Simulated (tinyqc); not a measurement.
Worked calculation: extended Hueckel theory, for H6. One step of it, computed by the program tinyqc.

Problem. Wolfsberg-Helmholz matrix. H_ij = K' S_ij (H_ii + H_jj)/2 for i != j (the diagonal keeps H_ii), with K' = K + D^2 + D^4 (1 - K), D = (H_ii - H_jj)/(H_ii + H_jj), K = 1.5.

overlap S, order 1H 1s, 2H 1s, 3H 1s, 4H 1s, 5H 1s, 6H 1s:
$$\begin{pmatrix}
1.000000 & 0.662368 & 0.178793 & 0.054140 & 0.008808 & 0.002066 \\
0.662368 & 1.000000 & 0.491726 & 0.179079 & 0.033738 & 0.008808 \\
0.178793 & 0.491726 & 1.000000 & 0.663054 & 0.179079 & 0.054140 \\
0.054140 & 0.179079 & 0.663054 & 1.000000 & 0.491726 & 0.178793 \\
0.008808 & 0.033738 & 0.179079 & 0.491726 & 1.000000 & 0.662368 \\
0.002066 & 0.008808 & 0.054140 & 0.178793 & 0.662368 & 1.000000
\end{pmatrix}$$

diagonal H_ii (eV): 1H 1s -13.600000, 2H 1s -13.600000, 3H 1s -13.600000, 4H 1s -13.600000, 5H 1s -13.600000, 6H 1s -13.600000

K = 1.500000

Give: H.

Solution.

H (eV), order 1H 1s, 2H 1s, 3H 1s, 4H 1s, 5H 1s, 6H 1s:
$$\begin{pmatrix}
-13.6000 & -13.5123 & -3.6474 & -1.1045 & -0.1797 & -0.0421 \\
-13.5123 & -13.6000 & -10.0312 & -3.6532 & -0.6883 & -0.1797 \\
-3.6474 & -10.0312 & -13.6000 & -13.5263 & -3.6532 & -1.1045 \\
-1.1045 & -3.6532 & -13.5263 & -13.6000 & -10.0312 & -3.6474 \\
-0.1797 & -0.6883 & -3.6532 & -10.0312 & -13.6000 & -13.5123 \\
-0.0421 & -0.1797 & -1.1045 & -3.6474 & -13.5123 & -13.6000
\end{pmatrix}$$
